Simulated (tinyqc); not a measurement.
## Impurity strength from the transmission

Question. An infinite chain has hopping -t with t = 2.16 eV and site energy 0; E = -2 t cos(k) with E = 0.66 eV. One site has the energy u > 0, so T(E) = 1/[1 + u^2/(4 t^2 sin^2 k)]. Find sin^2 k and u.

T(E) = 0.32024486

Solution. sin^2 k = 1 - (E/2t)^2, and u = 2 t |sin k| sqrt(1/T(E) - 1).

sin^2 k = 0.9767
u = 6.220 eV

Numbers from tinyqc (`OMP_NUM_THREADS=1 python tinyqc.py 2660011 2660012 out.jsonl`; about 0.01 s on one thread of a shared Intel Xeon 2.30GHz).
